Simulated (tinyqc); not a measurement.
# Metal-interlayer-semiconductor contact, depinning against tunnelling resistance: effects of single changes

Zero bias, n-type semiconductor. Gap states at the semiconductor surface thin out as exp(-be ti), which unpins the barrier; electrons must then cross the interlayer (a rectangular barrier, no voltage drop across it) and the parabolic depleted layer, both by WKB. Energies E are counted from the Fermi level; no image force, parabolic bands.

Values chosen for this exercise; semiconductor values close to those of germanium; interlayer mass of the order of that in strontium titanate, offset chosen freely:
```
symbol,value,unit,meaning
T,250,K,temperature
Eg,0.677,eV,band gap
eps_r,15.7,,relative permittivity
chi,4.06,eV,electron affinity
Nc,7.91e18,cm^-3,conduction-band density of states at T
mt,0.125,m0,tunnelling mass in the semiconductor
mA,1.13,m0,Richardson mass
Nd,1.6e20,cm^-3,donor density
E0,0.089,eV,charge-neutrality level above the valence band
S0,0.052,,pinning factor without interlayer
phiM,4.09,eV,metal work function
ti,1.8,nm,interlayer thickness
dE,0.25,eV,conduction-band offset of the interlayer above the semiconductor
mi,0.61,m0,tunnelling mass in the interlayer
be,1.7,1/nm,decay constant of gap states through the interlayer
```

Constants: q = 1.602176634e-19 C, kB = 1.380649e-23 J/K, eps0 = 8.8541878128e-12 F/m, hbar = 1.054571817e-34 J s, h = 6.62607015e-34 J s, m0 = 9.1093837015e-31 kg, Vt = kB T/q, hbar^2/(2 m0) = 0.0380998212 eV nm^2. Results are converted to the units shown.

Each table varies one quantity; the others keep the values above.

## Contact resistivity against the interlayer thickness

S = 1/(1 + (1/S0 - 1) exp(-be ti)); phiB = S (phiM - chi) + (1 - S)(Eg - E0); xi = Ec - EF deep inside, from Nd = Nc F(-xi/Vt), F(x) = (2/sqrt(pi)) int_0^infinity sqrt(u) du/(1 + exp(u - x)); band bending U = phiB - xi; E00 = (hbar/2) sqrt(Nd/(eps0 eps_r mt m0)) in volts; A = 4 pi q mA m0 kB^2/h^3. With U = phiB - xi: for xi < E < phiB, y = (E - xi)/U and G1 = (U/E00) [sqrt(1 - y) - y ln((1 + sqrt(1 - y))/sqrt(y))], G1 = 0 above phiB; G2 = 2 ti sqrt(mi max(phiB + dE - E, 0)/C), C = hbar^2/(2 m0); f = 1/(1 + exp(E/Vt)); 1/rho_c = (A T^2/Vt^2) times the integral of exp(-G1 - G2) f over E from xi upwards. Shares under 0.001 % are printed as 0; rows without band bending are left out.

The same in every row: E00/Vt = 7.78.

Result of one run:

| ti (nm) | S | phiB (eV) | rho_c (ohm cm^2) | rho_c with G2 = 0 (ohm cm^2) | peak of the integrand (eV) | share above phiB (%) |
|---|---|---|---|---|---|---|
| 3.2 | 0.927 | 0.0709 | 0.00139 | 5.22e-10 | 0.321 | 37.3 |

What becomes of these results when the interlayer thickness ti is changed from 3.2 to 2 nm, all else the same?

Result of the changed run:

| ti (nm) | S | phiB (eV) | rho_c (ohm cm^2) | rho_c with G2 = 0 (ohm cm^2) | peak of the integrand (eV) | share above phiB (%) |
|---|---|---|---|---|---|---|
| 2 | 0.622 | 0.241 | 1.33e-4 | 1.15e-9 | -0.0112 | 0.0398 |

The whole series:

| ti (nm) | S | phiB (eV) | rho_c (ohm cm^2) | rho_c with G2 = 0 (ohm cm^2) | peak of the integrand (eV) | share above phiB (%) |
|---|---|---|---|---|---|---|
| 0 | 0.0520 | 0.559 | 6.06e-9 | 6.06e-9 | -0.0325 | 0 |
| 0.4 | 0.0977 | 0.533 | 9.83e-8 | 5.28e-9 | -0.0279 | 0 |
| 0.8 | 0.176 | 0.490 | 1.23e-6 | 4.18e-9 | -0.0237 | 0 |
| 1.2 | 0.297 | 0.422 | 9.98e-6 | 2.93e-9 | -0.0198 | 0 |
| 1.6 | 0.454 | 0.334 | 4.68e-5 | 1.85e-9 | -0.0157 | 0 |
| 2 | 0.622 | 0.241 | 1.33e-4 | 1.15e-9 | -0.0112 | 0.0398 |
| 2.4 | 0.764 | 0.161 | 2.95e-4 | 7.85e-10 | -0.00617 | 0.884 |
| 2.8 | 0.865 | 0.105 | 6.59e-4 | 6.06e-10 | -5.91e-4 | 8.03 |
| 3.2 | 0.927 | 0.0709 | 0.00139 | 5.22e-10 | 0.321 | 37.3 |

As ti goes from 0 to 3.2, phiB falls from 0.559 to 0.0709 eV and rho_c rises from 6.06e-9 to 0.00139 ohm cm^2. No thickness listed beats the bare contact: tunnelling through the layer costs more than the change of the barrier gains. The ratio of rho_c to its value with G2 = 0 runs from 1.00 to 2.67e6.

## Contact resistivity against the metal work function

Same model as above.

The same in every row: S = 0.539; E00/Vt = 7.78.

Result of one run:

| phiM (eV) | phiB (eV) | rho_c (ohm cm^2) | rho_c with G2 = 0 (ohm cm^2) | peak of the integrand (eV) | share above phiB (%) |
|---|---|---|---|---|---|
| 4.96 | 0.756 | 0.0437 | 1.78e-8 | -0.0139 | 0 |

What becomes of these results when the metal work function phiM is changed from 4.96 to 3.96 eV, all else the same?

Result of the changed run:

| phiM (eV) | phiB (eV) | rho_c (ohm cm^2) | rho_c with G2 = 0 (ohm cm^2) | peak of the integrand (eV) | share above phiB (%) |
|---|---|---|---|---|---|
| 3.96 | 0.217 | 2.97e-5 | 1.03e-9 | -0.0134 | 0.0559 |

The whole series:

| phiM (eV) | phiB (eV) | rho_c (ohm cm^2) | rho_c with G2 = 0 (ohm cm^2) | peak of the integrand (eV) | share above phiB (%) |
|---|---|---|---|---|---|
| 3.96 | 0.217 | 2.97e-5 | 1.03e-9 | -0.0134 | 0.0559 |
| 4.16 | 0.325 | 1.43e-4 | 1.76e-9 | -0.0136 | 0.00180 |
| 4.36 | 0.433 | 6.41e-4 | 3.09e-9 | -0.0138 | 0 |
| 4.56 | 0.541 | 0.00273 | 5.49e-9 | -0.0139 | 0 |
| 4.76 | 0.648 | 0.0111 | 9.84e-9 | -0.0139 | 0 |
| 4.96 | 0.756 | 0.0437 | 1.78e-8 | -0.0139 | 0 |
| 5.16 | 0.864 | 0.166 | 3.22e-8 | -0.0139 | 0 |

As phiM goes from 3.96 to 5.16, phiB rises from 0.217 to 0.864 eV and rho_c rises from 2.97e-5 to 0.166 ohm cm^2. The ratio of rho_c to its value with G2 = 0 runs from 28900 to 5.15e6.

Range of the model: The depletion charge would drop about 0.12 V across such an interlayer (eps_r near 100) at ti = 1.8 nm and Nd = 1.6e20 cm^-3, against a band bending of 0.48 V; this model leaves that drop out.

Computed by the program tinyqc: `OMP_NUM_THREADS=1 python tinyqc.py 2270163 2270164 out.jsonl`, one thread of a shared Intel Xeon 2.30GHz, about 0.04 s for the whole run.
